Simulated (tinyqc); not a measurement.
Inside a calculation. Method: RHF in the 3-21g basis, for HeH+, spin multiplicity 1. One step of it, computed by the program tinyqc.

Task: Iteration 3: diagonalisation and new density. Diagonalise F' = X^T F X, C = X C', fill 1 alpha and 1 beta electrons from the bottom; D = 2 C_occ C_occ^T. Each column has its largest component positive (the first on a tie).

Fock matrix F (hartree), lower triangle:
```
           1He 1s     1He 2s      2H 1s      2H 2s
1He 1s  -0.594589
1He 2s  -1.420040  -1.007054
2H 1s   -0.375316  -0.485384  -0.229432
2H 2s   -0.661285  -0.653226  -0.600504  -0.605395
```

X, lower triangle:
```
           1He 1s     1He 2s      2H 1s     2H 2s
1He 1s   1.193034
1He 2s  -0.428332   1.370592
2H 1s    0.024416  -0.017195   1.234269
2H 2s    0.043354  -0.379830  -0.456838  1.393401
```

Give: F' = X^T F X; orbital energies; coefficients C; D after iteration 3.

Result:

F' = X^T F X (hartree), lower triangle:
```
         1        2        3        4
1   0.3619
2  -1.5127   0.0535
3  -0.0648  -0.1926   0.2043
4  -0.1535  -0.2599  -0.5356  -0.1005
```

orbital energies (hartree): MO1 -1.4431, MO2 -0.3795, MO3 0.6086, MO4 1.7332

coefficients C:
```
           MO1      MO2      MO3      MO4
1He 1s  0.4564  -0.1727  -0.0278  -1.1706
1He 2s  0.5847  -0.4922   0.2600   1.2469
2H 1s   0.1186   0.3671   1.2562  -0.0778
2H 2s   0.0682   0.8450  -1.2212  -0.2943
```

D after iteration 3, lower triangle:
```
        1He 1s  1He 2s   2H 1s   2H 2s
1He 1s  0.4166
1He 2s  0.5337  0.6839
2H 1s   0.1083  0.1387  0.0281
2H 2s   0.0622  0.0797  0.0162  0.0093
```
